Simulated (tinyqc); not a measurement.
MOSFET in the linear regime without short-channel effects, parameter extraction from computed curves: extraction methods against the body factor.

Inversion charge Q = Cox n Vt W0(exp((Vg - VT)/(n Vt))), W0 the Lambert function and n = nf; u = Q/Cox; mobility mu = mu0/(1 + th1 u + th2 u^2); channel resistance Rch = (L - dL)/(W mu Q); Id = Vd/(Rch + Rsd/W). Cox = eps0 eox/tox. Small Vd, no channel-length or drain effects.

From the continuous curve Id(Vg): tangent at peak gm (V_ext = Vg - Id/gm); constant current Id = 0.1 uA W/L; peak of d2Id/dVg2; Y = Id/sqrt(gm) drawn through Vg = VT + 0.6 and VT + 0.8 V, with intercept VT_Y and slope s. Mobilities gm,max L/(W Cox Vd) and s^2 L/(W Cox Vd) with the drawn L. Last column: share of Rsd/W in the total resistance at VT + 0.8 V.

Inputs (values chosen for the exercise); channel values of the order met in silicon transistors:
- T = 300 K (temperature)
- eox = 3.9 (relative permittivity of the gate insulator (close to silicon dioxide))
- tox = 2.6 nm (insulator thickness)
- mu0 = 160 cm^2/(V s) (low-field mobility)
- th1 = 0.05 1/V (first mobility attenuation factor)
- th2 = 0 1/V^2 (second mobility attenuation factor)
- VT = 0.61 V (threshold voltage)
- W = 10 um (gate width)
- L = 0.76 um (drawn gate length)
- dL = 0.01 um (drawn less effective length)
- Rsd = 120 ohm um (source plus drain resistance)
- Vd = 0.05 V (drain voltage)

Constants: q = 1.602176634e-19 C, kB = 1.380649e-23 J/K, Vt = kB T/q, eps0 = 8.8541878128e-14 F/cm where lengths are in cm. Results are converted to the units shown.

Result of one run:
columns A: V_ext (V); B: constant current (V); C: second derivative (V); D: VT_Y (V); E: mobility from gm (cm^2/(V s)); F: mobility from Y (cm^2/(V s)); G: series share (%)
```
A          B      C      D    E    F     G
0.645  0.576  0.603  0.655  140  145  2.24
```

Which body factor nf gave this result: 1.1, 1.2, 1.3 or 1.7?

nf = 1.3.

The whole series:
columns A: nf; B: V_ext (V); C: constant current (V); D: second derivative (V); E: VT_Y (V); F: mobility from gm (cm^2/(V s)); G: mobility from Y (cm^2/(V s)); H: series share (%)
```
A        B      C      D      E    F    G     H
1    0.641  0.593  0.605  0.653  143  149  2.29
1.1  0.642  0.587  0.604  0.654  142  148  2.27
1.2  0.644  0.582  0.604  0.655  141  147  2.26
1.3  0.645  0.576  0.603  0.655  140  145  2.24
1.4  0.647  0.570  0.603  0.656  139  144  2.23
1.5  0.648  0.564  0.602  0.656  139  143  2.21
1.6  0.649  0.558  0.601  0.656  138  142  2.20
1.7  0.650  0.551  0.601  0.656  137  140  2.19
```

The model has VT = 0.61 V and mu0 = 160 cm^2/(V s). Over the table the extracted thresholds move by 9.4 mV (tangent), 42 mV (constant current), 4.0 mV (second derivative), 3.9 mV (Y function). The mobility from gm falls from 143 to 137 and that from Y falls from 149 to 140 cm^2/(V s).

Numbers from tinyqc (`OMP_NUM_THREADS=1 python tinyqc.py 2210047 2210048 out.jsonl`; about 0.01 s on one thread of a shared Intel Xeon 2.30GHz).
